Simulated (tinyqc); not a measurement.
Two-step dopant diffusion (predeposition and drive-in) with a constant diffusivity. Inputs raised by 5 %, one at a time. Computed by tinyqc, a small Python program. Command: `OMP_NUM_THREADS=1 python tinyqc.py 3029355 3029356 out.jsonl dopdiff sens`. One thread of a shared host (Intel(R) Xeon(R) Processor @ 2.30GHz), about 0.1 s of CPU time with the checks.

Fick diffusion into a half space x > 0 whose background doping C_B is of the opposite type, so that a junction lies where C = C_B.

Inputs (values chosen for the exercise, modelled on aluminium in silicon): prefactor D0 = 1.49 cm^2/s; activation energy E = 3.39 eV; surface concentration C_s = 2.4e+18 1/cm^3; background doping C_B = 4.3e+14 1/cm^3; predeposition temperature T1 = 850 C; predeposition time t1 = 45 min; drive-in temperature T2 = 1000 C; drive-in time t2 = 120 min; ramp rate = 10 C/min; stand-by temperature = 750 C.

Furnace ramps of the drive-in: linear ramps.

Constants: k_B = 8.617333262e-05 eV/K.

Method:
- D = D0 exp(-E/(k_B T)).
- Temperatures in kelvin are T(C) + 273.15.
- Times in seconds are 60 times the minutes.
- One ramp between the stand-by temperature and T2 adds int D dT / rate (40-point Gauss-Legendre); the usual estimate counts it as an extra time k_B T2^2/(E rate) at T2. (Dt)2 = D2 t2 + two ramps, times in seconds.
- C = C_s erfc(x/(2 sqrt(D1 t1))); dose Q = 2 C_s sqrt(D1 t1/pi); the junction solves erfc(z) = C_B/C_s with x_j = 2 z sqrt(D1 t1).
- With a sealed surface and a thin source, C = Q/sqrt(pi (Dt)2) exp(-x^2/(4 (Dt)2)); x_j = 2 sqrt((Dt)2 ln(C(0)/C_B)); gradient at the junction |dC/dx| = C_B x_j/(2 (Dt)2).
- Exact two-step profile: C = (2 C_s/pi) int_0^alpha exp(-beta (1 + u^2))/(1 + u^2) du with alpha = sqrt(D1 t1/(Dt)2), beta = x^2/(4 (D1 t1 + (Dt)2)).
- The integral takes 48 Gauss-Legendre points; solve C(x) = C_B.

Runs; columns: (1) input moved; (2) from; (3) to; (4) junction depth x_j (um); (5) dose Q (1/cm^2); (6) gradient at the junction (1/cm^4); (7) exact junction depth (um):
```
(1)                                     (2)        (3)    (4)        (5)        (6)    (7)
base run                                  -          -  0.986  4.258e+12  4.876e+19  0.988
prefactor D0 (cm^2/s)                  1.49     1.5645  1.010  4.363e+12  4.758e+19  1.012
activation energy E (eV)               3.39     3.5595  0.451  1.774e+12  1.047e+20  0.451
surface concentration C_s (1/cm^3)  2.4e+18   2.52e+18  0.990  4.471e+12  4.897e+19  0.992
background doping C_B (1/cm^3)      4.3e+14  4.515e+14  0.982  4.258e+12  5.097e+19  0.984
drive-in time t2 (min)                  120        126  1.007  4.258e+12  4.755e+19  1.009
```

Exponents ln(y'/y) / ln(x'/x):
```
input                      junction depth x_j   dose Q  gradient at the junction  exact junction depth
prefactor D0                            0.500    0.500                    -0.500                 0.500
activation energy E                   -16.049  -17.947                    15.672               -16.056
surface concentration C_s               0.089    1.000                     0.089                 0.089
background doping C_B                  -0.090    0.000                     0.910                -0.090
drive-in time t2                        0.428    0.000                    -0.513                 0.427
```

To which inputs is each result most sensitive?

Among the inputs moved here: junction depth x_j answers most in size to activation energy E (exponent -16.049), next to prefactor D0 (+0.500). Dose Q answers most in size to activation energy E (exponent -17.947), next to surface concentration C_s (+1.000); its exponent is below 0.0005 for background doping C_B, drive-in time t2. Its exponent +1.000 in surface concentration C_s: the problem is linear in C_s. Gradient at the junction answers most in size to activation energy E (exponent +15.672), next to background doping C_B (+0.910). Exact junction depth answers most in size to activation energy E (exponent -16.056), next to prefactor D0 (+0.500).
